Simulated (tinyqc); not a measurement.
# Nanowire ballistic transistor, top-of-the-barrier model: effects of single changes

At the top of the source barrier, states moving towards the drain are filled by the source (Fermi level 0) and states moving back by the drain (Fermi level -q Vd); nothing scatters. U is the shift of the band edge there, set by the capacitances CG, CD and CS (the total) and by the charge. Parabolic one-dimensional subbands; the source is grounded.

Inputs (values chosen for the exercise); mass and valleys close to those of gallium arsenide: temperature T = 300 K; effective mass m = 0.0658 m0; valley degeneracy gv = 1; relative permittivity of the gate insulator eox = 22; insulator thickness tox = 3.6 nm; wire diameter d = 4 nm; offset of a second subband (0: none) dE = 0.26 eV; gate control CG/CS aG = 0.8; drain control CD/CS aD = 0.043; band edge at the barrier top above the source Fermi level at zero bias E0 = 0.3 eV.

Constants: q = 1.602176634e-19 C, kB = 1.380649e-23 J/K, hbar = 1.054571817e-34 J s, h = 6.62607015e-34 J s, m0 = 9.1093837015e-31 kg, Vt = kB T/q, eps0 = 8.8541878128e-14 F/cm where lengths are in cm. Results are converted to the units shown.

Each table varies one quantity; the others keep the values above.

## Effect of the valley degeneracy

N0 = gv sqrt(2 m kB T/pi)/hbar, CG = 2 pi eps0 eox/ln(1 + 2 tox/d), CS = CG/aG, n0 = n at U = 0 and Vd = 0. eta1 = -(E0 + U)/Vt, eta2 = eta1 - Vd/Vt, n = (N0/2)[F_(-1/2)(eta1) + F_(-1/2)(eta2)], F_(-1/2)(x) = (1/sqrt(pi)) int_0^infinity u^(-1/2)/(1 + exp(u - x)) du. Each F is summed over the two subbands, F(eta) + F(eta - dE/Vt), which share the mass. U = UL + q (n - n0)/CS with UL = -(aG Vg + aD Vd), energies in eV. I = gv (2 q^2/h) Vt [ln(1 + exp eta1) - ln(1 + exp eta2)], summed over both subbands. CQ = (q/Vt) dn/d(eta1). E0 is held fixed.

In this table Vg = 0.8 V, Vd = 0.8 V.

Result of one run:
```
gv   eta1  n (cm^-1)  I (uA)  mean velocity I/(q n) (cm/s)   CQ/CS
6   9.026    1.308e7   112.1                       5.350e7  0.6314
```

What becomes of these results when the valley degeneracy gv is changed from 6 to 4, all else the same?

Result of the changed run:
```
gv   eta1  n (cm^-1)  I (uA)  mean velocity I/(q n) (cm/s)   CQ/CS
4   10.24    1.018e7   88.32                       5.414e7  0.5753
```

The whole series:
```
gv   eta1  n (cm^-1)  I (uA)  mean velocity I/(q n) (cm/s)   CQ/CS
1   13.02    3.516e6   32.10                       5.697e7  0.1292
2   11.87    6.270e6   55.40                       5.515e7  0.2949
3   10.97    8.425e6   73.42                       5.439e7  0.4599
4   10.24    1.018e7   88.32                       5.414e7  0.5753
6   9.026    1.308e7   112.1                       5.350e7  0.6314
```

As gv goes from 1 to 6, n rises from 3.52e6 to 1.31e7 cm^-1, the mean velocity falls from 5.70e7 to 5.35e7 cm/s and the current rises from 32.1 to 112 uA. CQ/CS goes from 0.13 to 0.63. For gv = 1 to 2 the source Fermi level lies over 0.3 eV above the band edge, where a light band is no longer parabolic.

## Output curve

Same model as above.

CQ = (q/Vt) dn/d(eta1).

In this table Vg = 0.8 V.

Output curve:
```
Vd (V)    eta1  n (cm^-1)  I (uA)  mean velocity I/(q n) (cm/s)    CQ/CS
0.01    10.904   5.4287e6  1.2841                      1.4764e6  0.30232
0.025   10.988   5.2877e6  3.1146                      3.6765e6  0.29171
0.05    11.115   5.0828e6  5.8924                      7.2356e6  0.26402
0.1     11.317   4.7985e6  10.628                      1.3824e7  0.22224
0.15    11.488   4.5862e6  14.886                      2.0259e7  0.21659
0.2     11.668   4.3554e6  19.044                      2.7291e7  0.22765
0.3     12.107   3.7009e6  26.645                      4.4937e7  0.25016
0.4     12.419   3.3518e6  29.695                      5.5296e7  0.14999
0.6     12.722   3.4236e6  30.954                      5.6432e7  0.13399
0.8     13.016   3.5163e6  32.099                      5.6975e7  0.12916
```

What does the table show?

The current rises from 1.28 to 32.1 uA; n goes from 5.43e6 through a minimum of 3.35e6 (at Vd = 0.4 V among the rows listed) to 3.52e6 cm^-1 and eta1 rises from 10.9 to 13.0. The resistance in the first row is 7.79 kohm, against h/(2 q^2 gv) = 12.9 kohm for one open subband, though nothing scatters in the channel. The current passes 90 % of its last value at Vd = 0.4 V among the rows, where eta2 = -3.1: the drain no longer fills returning states. For Vd = 0.2 to 0.8 V the source Fermi level lies over 0.3 eV above the band edge, where a light band is no longer parabolic.

Program tinyqc, `OMP_NUM_THREADS=1 python tinyqc.py 2400122 2400123 out.jsonl`; Intel Xeon 2.30GHz, shared host, one thread, about 0.06 s.
